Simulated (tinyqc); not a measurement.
Pair of shallow donors (hydrogen-like orbitals): one step. Two electrons and exchange. Three cases, with inputs chosen for the exercise.

Question. Give C, X, Q, A and J.

Each donor has the orbital exp(-r/a); energy unit Ha* = q/(eps a), q = e^2/(4 pi eps0), so that a lone donor is bound by Ha*/2; x = R/a. One electron: S = (1 + x + x^2/3) exp(-x), j = 1/x - (1 + 1/x) exp(-2x), k = (1 + x) exp(-x); levels E(+/-) = -1/2 - (j +/- k)/(1 +/- S) in Ha*, without the repulsion of the ions, split by D = |E(-) - E(+)|. In six valleys the overlaps S and k are multiplied by v = [cos(K Rx) + cos(K Ry) + cos(K Rz)]/3, K = k0 (2 pi/a_lat), for isotropic envelopes and the symmetric valley state.

Two electrons, Heitler-London: with S' = (1 - x + x^2/3) exp(x), C = 1/x - exp(-2x)(1/x + 11/8 + 3x/4 + x^2/6), X = (1/5){exp(-2x)(25/8 - 23x/4 - 3x^2 - x^3/3) + (6/x)[S^2 (0.5772157 + ln x) + S'^2 Ei(-4x) - 2 S S' Ei(-2x)]}, Q = C - 2j + 1/x and A = X - 2 S k + S^2/x, the singlet and triplet lie at (Q +/- w A)/(1 +/- w S^2) from two lone donors, with the valley weight w = v^2; the exchange is J = triplet - singlet.

Case 1.

Ha* = 63.96431 meV
x = 3.311316
v = -0.113331

Case 2.

Ha* = 75.42240 meV
x = 5.762003
v = -0.249211

Case 3.

Ha* = 68.75308 meV
x = 3.194706
v = 0.358308

Give: C, X, Q, A; J.

Answer.

Case 1.

C, X, Q, A (Ha*): [0.2940, 0.03939, -0.004500, -0.02648]

J = 42.9 micro-eV

A swap of the two spins takes pi hbar/J = 0.0482 ns (hbar = 6.58212e-16 eV s). Against the one-electron splitting D = 1.02 meV, J/D = 0.042: exchange needs both electrons to tunnel and falls as exp(-2x), D as exp(-x).

Case 2.

C, X, Q, A (Ha*): [0.1734, 0.001176, -8.957e-05, -0.0006633]

J = 6.21 micro-eV

A swap of the two spins takes pi hbar/J = 0.333 ns (hbar = 6.58212e-16 eV s). Against the one-electron splitting D = 0.434 meV, J/D = 0.014: exchange needs both electrons to tunnel and falls as exp(-2x), D as exp(-x).

Case 3.

C, X, Q, A (Ha*): [0.3033, 0.04576, -0.005305, -0.03093]

J = 537 micro-eV

A swap of the two spins takes pi hbar/J = 0.00385 ns (hbar = 6.58212e-16 eV s). Against the one-electron splitting D = 3.75 meV, J/D = 0.14: exchange needs both electrons to tunnel and falls as exp(-2x), D as exp(-x).

Computed by tinyqc, one run a case: `OMP_NUM_THREADS=1 python tinyqc.py N N+1 out.jsonl` with N = 1281349, 1281383, 1281433; one thread of a shared Intel(R) Xeon(R) Processor @ 2.30GHz, about 0.01 s a run at most.
